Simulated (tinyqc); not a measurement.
Undoped symmetric double-gate MOSFET, analytic potential model: one step of the calculation.

An undoped body of thickness ts between two equal insulators and tied gates; long channel, electrons only, n = ni exp((psi - V)/Vt) with V the quasi-Fermi potential (0 at the source, Vd at the drain), constant mobility, no quantisation. Across the body psi(x) = V - 2 Vt ln[(ts/(2 beta)) sqrt(q ni/(2 eps0 eps_r Vt)) cos(2 beta x/ts)], x from the centre. Q is the electron charge per area of the whole body.

Question. Constants of the body. ni = sqrt(Nc Nv) exp(-Eg/(2 Vt)), Eg in volts; r = eps_r tox/(eox ts); V0 = dphi + 2 Vt ln[(2/ts) sqrt(2 eps0 eps_r Vt/(q ni))].

Inputs (values chosen for the exercise); material values those of a made-up semiconductor: temperature T = 350 K; band gap Eg = 1.41 eV; relative permittivity of the semiconductor eps_r = 11.5; conduction-band density of states at T Nc = 6.35e17 cm^-3; valence-band density of states at T Nv = 1.47e19 cm^-3; relative permittivity of the gate insulator eox = 21; insulator thickness tox = 12 nm; body thickness ts = 12 nm; gate work function less that of the intrinsic body dphi = 0.19 V.

Constants: q = 1.602176634e-19 C, kB = 1.380649e-23 J/K, Vt = kB T/q, eps0 = 8.8541878128e-14 F/cm where lengths are in cm. Results are converted to the units shown.

Wanted: ni; r; V0.

Answer.

ni = 2.1552e8 cm^-3
r = 0.54762
V0 = 0.86321 V

Numbers from tinyqc (`OMP_NUM_THREADS=1 python tinyqc.py 2440062 2440063 out.jsonl`; about 0.01 s on one thread of a shared Intel Xeon 2.30GHz).
